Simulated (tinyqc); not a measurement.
# Coupling and lever arm from microwave spectroscopy

Inverse problem. A charge qubit absorbs at h f = sqrt(ep^2 + 4 tc^2), ep = al (V - V0). Find al, V0 and tc.

Constants: q = 1.602176634e-19 C, h = 6.62607015e-34 J s. Results are converted to the units shown.

gate voltage (mV): 0.5198  0.5368  0.5504
resonance frequency Om/h (GHz): 2.0552909  1.8383080  2.9641826

Solution. (h f)^2 is a parabola in V: its curvature gives al, its vertex V0 and 4 tc^2.

al = 0.500 eV/V
V0 = 0.530 mV
tc = 3.40 ueV

Program tinyqc, `OMP_NUM_THREADS=1 python tinyqc.py 2470046 2470047 out.jsonl`; Intel Xeon 2.30GHz, shared host, one thread, about 0.01 s.
